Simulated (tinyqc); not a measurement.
## Floating body of a partially depleted SOI transistor: body voltage and kink: transfer curve and swing

Source at 0 V. Channel current Ic = 2 nf K Vt^2 [F(0) - F(Vd)](1 + la Vd), F(V) = ln^2(1 + exp((Vg - VT - nf V)/(2 nf Vt))), VT = VT0 - gb Vb. Saturation voltage Vs = 2 Vt sqrt(F(0)) + 3 Vt, excess Ve = (Vd - Vs + sqrt((Vd - Vs)^2 + 0.0004 V^2))/2, multiplication M1 = Ai Ve exp(-Bl/Ve). Each junction passes D(v) = J1 (exp(v/Vt) - 1) + J2 (exp(v/(2 Vt)) - 1). Bipolar current Ib = bb J1 (exp(Vb/Vt) - 1). The body settles where M1 (Ic + Ib) = D(Vb) + D(Vb - Vd) + Vb/Rb; drain current Id = (1 + M1)(Ic + Ib) - D(Vb - Vd).

Rows with more than one solution for Vb (latch) are left out; dId/dVd by a forward difference over 1e-4 V, swing = 1e-4 V over the change of log10 Id; M1 under 1e-12 is printed as 0.

Values chosen for this exercise; values of the order met in partially depleted silicon-on-insulator transistors:
- T = 330 K (temperature)
- VT0 = 0.37 V (threshold at zero body voltage)
- gb = 0.24 (fall of the threshold per volt of body voltage)
- nf = 1.21 (slope factor)
- K = 260 uA/(V^2 um) (gain factor per width)
- la = 0.02 1/V (channel-length modulation factor)
- Ai = 1.79 1/V (impact-ionisation prefactor)
- Bl = 7.3 V (impact-ionisation voltage)
- J1 = 2.8e-11 uA/um (diffusion saturation current of each junction)
- J2 = 1.9e-7 uA/um (recombination saturation current of each junction)
- bb = 0 (gain of the lateral bipolar transistor on the diffusion current)
- Rb = 1e9 kohm um (resistance of a weak body tie to the source (1e9 stands for no tie, and the term is then dropped))
- Vd = 1.6 V (drain voltage)

Constants: q = 1.602176634e-19 C, kB = 1.380649e-23 J/K, Vt = kB T/q. Results are converted to the units shown.

Result of one run:
```
Vb (V)	M1	Id, floating (uA/um)	Id, grounded (uA/um)	ratio	swing, floating (mV/decade)	swing, grounded (mV/decade)
0.3387	0.02150	0.003664	3.657e-4	10.02	53.16	80.32
```

Which gate voltage Vg gave this result: 0.02, 0.12, 0.22 or 0.32 V?

Vg = 0.12 V.

The whole series:
```
Vg (V)	Vb (V)	M1	Id, floating (uA/um)	Id, grounded (uA/um)	ratio	swing, floating (mV/decade)	swing, grounded (mV/decade)
-0.08	0.04410	0.02188	1.713e-6	1.310e-6	1.308	86.38	92.72
0.02	0.1100	0.02185	4.399e-5	2.058e-5	2.137	57.51	80.22
0.12	0.3387	0.02150	0.003664	3.657e-4	10.02	53.16	80.32
0.22	0.5019	0.01958	0.1345	0.006156	21.86	81.09	83.58
0.32	0.5701	0.01545	1.217	0.08334	14.61	139.5	95.97
0.42	0.5995	0.01090	4.389	0.6711	6.540	232.0	132.1
0.52	0.6118	0.007199	9.901	2.781	3.560	343.3	202.5
0.62	0.6152	0.004505	17.63	7.091	2.486	461.4	299.0
0.72	0.6127	0.002655	27.47	13.69	2.006	581.9	407.9
```

Vb goes from 0.0441 through a maximum of 0.615 (at Vg = 0.62 V among the rows listed) to 0.613 V. The smallest swing among the rows is 53.2 mV a decade with a floating body (at Vg = 0.12 V) and 80.2 with a grounded one; Vt ln 10 = 65.5. The floating swing is smaller by more than 3 % for Vg = -0.08, 0.02, 0.12 V, where the rising Vb lowers the threshold as Vg rises. In the first row the floating body raises the current by a factor of 1.31.

Range of the model: The multiplication law is an empirical form chosen for the exercise; self-heating and capacitive coupling to the body are left out, and the linear laws are rough once Vb passes about 0.7 V or M1 about 0.1.

Program tinyqc, `OMP_NUM_THREADS=1 python tinyqc.py 2182210 2182211 out.jsonl`; Intel Xeon 2.30GHz, shared host, one thread, about 0.2 s.
